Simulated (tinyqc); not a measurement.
Worked calculation: plane-wave Kohn-Sham cycle with exchange-only LDA in a layered model solid. Computed by tinyqc, a small Python program that keeps every step. Settings: points = 16, plane-wave index or count = 3, electrons = 2, k points = 1, area = 25.0, mixing = 0.1, iteration cap = 72, Kerker q0 = 1.48. Command: `OMP_NUM_THREADS=1 python tinyqc.py 31633 31634 out.jsonl` (the two numbers bound the seeds that draw the settings). One thread of a shared host (Intel(R) Xeon(R) Processor @ 2.60GHz), about 0.02 s of CPU time with the checks.

A solid whose potential varies along x alone (atomic units):
```
parameter                      value
period a                    8.300000
cross-section of the cell  25.000000
electrons per cell                 2
grid points                       16
plane waves -n..n, n               3
k points                           1
V1 in V1 cos(2 pi x/a)     -0.480000
```

Stop when sqrt(dV sum R^2) is below 1e-8, dV = a A/N.

Course of the cycle:
```
iteration  E (hartree)  norm of the residual
1          -0.79149122              1.52e-01
2          -0.78580836              1.48e-01
3          -0.78027224              1.44e-01
4          -0.77489950              1.40e-01
5          -0.76970112              1.36e-01
6          -0.76468385              1.33e-01
7          -0.75985125              1.29e-01
8          -0.75520448              1.26e-01
9          -0.75074285              1.22e-01
10         -0.74646433              1.19e-01
11         -0.74236582              1.16e-01
...                ...                   ...
62         -0.66794662              3.25e-02
63         -0.66768250              3.17e-02
64         -0.66743327              3.09e-02
65         -0.66719812              3.01e-02
66         -0.66697630              2.94e-02
67         -0.66676709              2.87e-02
68         -0.66656980              2.80e-02
69         -0.66638379              2.73e-02
70         -0.66620843              2.66e-02
71         -0.66604315              2.60e-02
72         -0.66588739              2.54e-02
```

Can the last value be used, and what does the course show?

Not by the stop rule. Not converged within 72 iterations: the residual falls steadily but slowly, by a factor of about 0.98 a step. Reruns (cap 100 unless said): mixing 0.5, Kerker q0 1.0: converged in 73 (E = -0.66347); mixing 0.3, Pulay depth 5: converged in 13 (E = -0.66347); the original settings with a cap of 400: not converged.
